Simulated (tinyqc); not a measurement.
From results back to parameters: Koster-Slater impurity in an sp3s* host.

Problem. In the Koster-Slater model a defect shifts the s level of its site by Vs and the p levels by Vp; an A1 level solves 1/Vs = G_s(E) and a T2 level 1/Vp = G_p(E), E from the top of the valence band. A defect has an A1 level at E = 2.6685 eV, one of the energies of the table, and a T2 level at 2.6685 eV.

G(E) of the host (1/eV):

| E (eV) | G_s | G_p |
|---|---|---|
| 0.0000 | -0.0037357 | 0.0476606 |
| 0.6671 | -0.0079360 | 0.0294674 |
| 1.3342 | -0.0124714 | 0.0170358 |
| 2.0014 | -0.0175769 | 0.0065666 |
| 2.6685 | -0.0235901 | -0.0032818 |
| 3.3356 | -0.0310812 | -0.0134607 |
| 4.0027 | -0.0411877 | -0.0251869 |
| 4.6699 | -0.0568382 | -0.0411795 |
| 5.3370 | -0.0934274 | -0.0764332 |

Find: Vs, Vp.

Solution. Read G_s and G_p at the two energies and invert them. Vs is attractive and pulls its level down from the conduction bands. Vp is attractive and pulls its level down from the conduction bands.

Vs, Vp (eV): -42.4  -304.7

Computed by tinyqc, a small Python program: `OMP_NUM_THREADS=1 python tinyqc.py 1481843 1481844 out.jsonl` (the numbers bound the seed that draws the inputs); one thread of a shared host (Intel(R) Xeon(R) Processor @ 2.30GHz), about 0.04 s for the whole set of steps.
